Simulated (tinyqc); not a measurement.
Complex band structure along [001] in sp3s* tight binding: sweeps and comparisons. A value that a table varies takes the place of the one given here.

For k = (0, 0, kz) the phase sums are g0 = cos(phi) and g3 = i sin(phi), phi = kz a/4, and the s, pz, s* orbitals of anion (a) and cation (c) decouple from px, py. With z = exp(i phi), H(z) = H0 + z T + T^T/z for any complex z. H0 is diagonal (Esa, Epa, Exa, Esc, Epc, Exc). The anion-cation block is B(z) = z U + W/z and the cation-anion block z W^T + U^T/z, where U has Vss/2 (s,s), Vsapc/2 (s,z), -Vscpa/2 (z,s), Vxx/2 (z,z), Vxapc/2 (s*,z), -Vpaxc/2 (z,s*), and W has the same values with the s-z and s*-z signs reversed. |z| = 1 is a band state, |z| < 1 decays along [001] as exp(-kappa d) over a distance d, kappa = -(4/a) ln|z|. No spin-orbit coupling.

Constants: hbar^2/2m0 = 3.80998211 eV angstrom^2.

Inputs chosen for the exercise (out of a larger set: near a published set for InAs, fitted to gaps, whose masses and valley positions are rough (light masses up to twice too heavy); not measured data):
- p = (-9.526, 0.903, -2.708, 3.721, 7.359, 6.788, -5.597, 1.854, 4.5, 3.028, 5.408, 3.352, 3.906) eV (order Esa, Epa, Esc, Epc, Exa, Exc, Vss, Vxx, Vxy, Vsapc, Vscpa, Vxapc, Vpaxc)
- a = 6.061 angstrom (lattice constant)
- dE = 0.38 eV (E - Ev)

## Decay across the direct gap

Ev = -0.01665 eV
EG (direct gap) = 0.45310 eV

masses of this model, from the curvature at Gamma (m0): m_lh 0.03081, m_e 0.03314

kappa of the imaginary branch at Gamma against three formulas: parabolic from the valence edge, sqrt(m_lh E/c); parabolic from the conduction edge, sqrt(m_e (EG - E)/c); two-band (Franz), sqrt(m E (1 - E/EG)/c) with m = 2 m_lh m_e/(m_lh + m_e). E from Ev; c = hbar^2/2m0.

kappa (1/angstrom):
```
E/EG  E (eV)  tight binding  parabolic, valence  parabolic, conduction  two-band
0.05  0.0227         0.0132              0.0135                 0.0612    0.0134
0.15  0.0680         0.0217              0.0234                 0.0579    0.0220
0.25  0.1133         0.0264              0.0303                 0.0544    0.0267
0.35  0.1586         0.0292              0.0358                 0.0506    0.0294
0.50  0.2265         0.0308              0.0428                 0.0444    0.0308
0.65  0.2945         0.0295              0.0488                 0.0371    0.0294
0.75  0.3398         0.0269              0.0524                 0.0314    0.0267
0.85  0.3851         0.0223              0.0558                 0.0243    0.0220
0.95  0.4304         0.0137              0.0590                 0.0140    0.0134
```

How do the results move?

The branch joins the light-hole and conduction bands and peaks, among these rows, at E/EG = 0.50 with kappa = 0.0308 1/angstrom. At mid-gap the parabola from the conduction edge is +44 % off and the two-band form +0.1 %; over 5 nm the parabola would misstate exp(-2 kappa d) by a factor 3.9.

## Band-to-band tunnelling in a uniform field

WKB at zero transverse momentum: T = exp(-2 I/(eF)), I = integral of kappa dE across the direct gap (8 Gauss-Legendre points in theta, E = EG sin^2 theta, 0 to pi/2); 1 MV/cm = 0.01 V/angstrom. The two-band form gives I = (pi/8) sqrt(m/c) EG^(3/2) with m = 2 m_lh m_e/(m_lh + m_e).

Tunnelling:
```
F (MV/cm)  path EG/eF (angstrom)  exponent 2I/eF  T, tight binding  T, two-band
0.50                        90.6           4.383            0.0125       0.0125
0.75                        60.4           2.922            0.0538       0.0537
1.00                        45.3           2.192             0.112        0.112
1.50                        30.2           1.461             0.232        0.232
2.00                        22.7           1.096             0.334        0.334
3.00                        15.1           0.731             0.482        0.481
4.00                        11.3           0.548             0.578        0.578
```

I, tight binding = 0.010958 eV/angstrom
I, two-band = 0.010965 eV/angstrom

What does this show, and why?

The two-band integral is +0.06 % from the tight-binding one, which makes the two-band T 0.9973 times the other at 0.5 MV/cm and 0.9997 times at 4 MV/cm. Doubling the field from 1 to 2 MV/cm halves the exponent and raises T by a factor 2.99. Where the exponent falls below about 2 the WKB form is only a guide.

## Energy and lattice constant

The slowest root of the s-pz block and the heavy-hole branch, sinh^2(kappa a/4) = ((E - Epa)(E - Epc) - Vxx^2)/(Vxx^2 - Vxy^2), at E = Ev + dE with Ev the lower root of [[Epa, Vxx], [Vxx, Epc]]; the couplings are kept when a changes. Each row changes one parameter from the base and keeps the others.

Results:
```
case                slowest kappa (1/angstrom)  heavy-hole kappa (1/angstrom)
base                                    0.0229                         0.2020
dE = 0.35 eV                            0.0261                         0.1948
a = 6.243 angstrom                      0.0223                         0.1961
```

How do the results move?

The largest shifts from the base row, up to three for each result and ties (the steps differ in size, so this ranks the rows, not the parameters). slowest kappa (1/angstrom): dE +0.0031, a -0.0007. heavy-hole kappa (1/angstrom): dE -0.0072, a -0.0059. With the couplings fixed, kappa a stays, so kappa scales as 1/a.

tinyqc: `OMP_NUM_THREADS=1 python tinyqc.py 1452882 1452883 out.jsonl`; about 0.01 s, one thread, shared Intel(R) Xeon(R) Processor @ 2.30GHz.
